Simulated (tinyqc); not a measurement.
## Ballast resistance and gain from the on-state line

Question. At high current V = BV (1 + be)^(-1/n) + I Ro. Find Ro, the intercept and be.

Values chosen for this exercise: junction breakdown voltage BV = 11.6 V; exponent of the multiplication n = 2.9.

V at I = 2.9 and 5.8 mA/um (V): [8.4150867, 9.5750867]

Answer. The slope is Ro; the intercept over BV is (1 + be)^(-1/n).

Ro = 400 ohm um
intercept = 7.26 V
be = 2.90

Program tinyqc, `OMP_NUM_THREADS=1 python tinyqc.py 2670016 2670017 out.jsonl`; Intel Xeon 2.30GHz, shared host, one thread, about 0.01 s.
